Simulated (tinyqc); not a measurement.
Ways to converge the cycle: SCF convergence aids in the 6-31g basis, for H2, spin multiplicity 1. Computed by the program tinyqc with PySCF. Command: `OMP_NUM_THREADS=1 python tinyqc.py 115572 115573 out.jsonl`; one thread of a shared host (Intel(R) Xeon(R) Processor @ 2.60GHz), about 0.3 s.

Geometry (angstrom):
```
atom       x       y       z
H     0.0000  0.0000  0.0000
H     0.0000  0.0000  0.9490
```

lowest restricted solution found by these runs and by PySCF = -1.103824 hartree

RHF with one setting changed at a time; a run stops when the energy changes by less than 1e-09 hartree and the error matrix is below 1e-5. The start is the core Hamiltonian. Damping d keeps d of the old density; a shift (hartree) raises the virtual levels; DIIS n extrapolates F over n matrices.

Largest element of the error matrix X^T (FDS - SDF) X:
```
iteration    plain  damping 0.3  damping 0.6  shift 0.4   DIIS 3   DIIS 8
1          1.5e-01      1.5e-01      1.5e-01    1.5e-01  1.5e-01  1.5e-01
2          2.4e-02      6.2e-02      1.0e-01    5.2e-02  2.4e-02  2.4e-02
3          3.7e-03      2.5e-02      6.6e-02    1.8e-02  9.4e-05  9.4e-05
4          5.6e-04      1.0e-02      4.4e-02    6.1e-03  3.8e-05  3.8e-05
5          8.6e-05      4.2e-03      2.9e-02    2.1e-03  3.3e-08  2.4e-05
6          1.3e-05      1.7e-03      1.9e-02    7.0e-04  1.7e-11  1.8e-05
8                -      2.9e-04      8.5e-03    8.1e-05        -  1.1e-05
10               -      4.8e-05      3.7e-03    9.3e-06        -  1.5e-08
14               -      1.3e-06      7.1e-04          -        -        -
20               -            -      5.9e-05          -        -        -
30               -            -      9.5e-07          -        -        -
```

How each run ends:
```
run          iterations  E (hartree)         state
plain                 7     -1.10382  lowest found
damping 0.3          17     -1.10382  lowest found
damping 0.6          35     -1.10382  lowest found
shift 0.4            11     -1.10382  lowest found
DIIS 3                6     -1.10382  lowest found
DIIS 8               10     -1.10382  lowest found
```

6 of 6 runs reach the lowest restricted solution found, in 6 to 35 iterations (fastest: DIIS 3). Plain steps already contract here, so damping only slows them. DIIS 3 gains by cancelling the error over several earlier matrices, much as a quasi-Newton step does. DIIS minimises the error, not the energy, so it can stall or settle near a saddle, and its small system turns near-singular when few rotations are active.
